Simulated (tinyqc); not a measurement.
Koster-Slater impurity in an sp3s* host: one step. A first estimate from the table. Two cases, with inputs chosen for the exercise.

Question. A defect that shifts the p level of its anion site by V has a level where the host Green function G_p(E) equals 1/V; E is counted from the top of the valence band. Find it by linear interpolation between the two rows that bracket it.

Give: 1/V; estimated level.

Case 1.

Values chosen (out of a larger set: near a published set for GaAs; not measured data): V = 11.4 eV (shift of the p levels).

G(E) (1/eV):

| E (eV) | G_s | G_p |
|---|---|---|
| 0.000000 | 0.0301056 | 0.2385821 |
| 0.195341 | 0.0220098 | 0.1767885 |
| 0.390682 | 0.0128325 | 0.1403882 |
| 0.586023 | 0.0020414 | 0.1119767 |
| 0.781364 | -0.0111714 | 0.0872045 |
| 0.976705 | -0.0281629 | 0.0638485 |
| 1.172045 | -0.0514781 | 0.0400679 |
| 1.367386 | -0.0867132 | 0.0134328 |
| 1.562727 | -0.1509733 | -0.0214509 |

Answer.

1/V = 0.08772 1/eV
estimated level = 0.777 eV

Case 2.

Values chosen (out of a larger set: near a published set for InP; not measured data): V = 9.2 eV (shift of the p levels).

G(E) (1/eV):

| E (eV) | G_s | G_p |
|---|---|---|
| 0.000000 | 0.0837634 | 0.4201307 |
| 0.177000 | 0.0790703 | 0.3099426 |
| 0.354001 | 0.0742310 | 0.2536279 |
| 0.531001 | 0.0690874 | 0.2131997 |
| 0.708001 | 0.0634517 | 0.1809124 |
| 0.885002 | 0.0570632 | 0.1534591 |
| 1.062002 | 0.0495212 | 0.1289210 |
| 1.239002 | 0.0401468 | 0.1058845 |
| 1.416003 | 0.0276433 | 0.0829673 |

Answer.

1/V = 0.10870 1/eV
estimated level = 1.217 eV

Computed by tinyqc, one run a case: `OMP_NUM_THREADS=1 python tinyqc.py N N+1 out.jsonl` with N = 1481193, 1482312; one thread of a shared Intel(R) Xeon(R) Processor @ 2.30GHz, about 0.09 s a run at most.
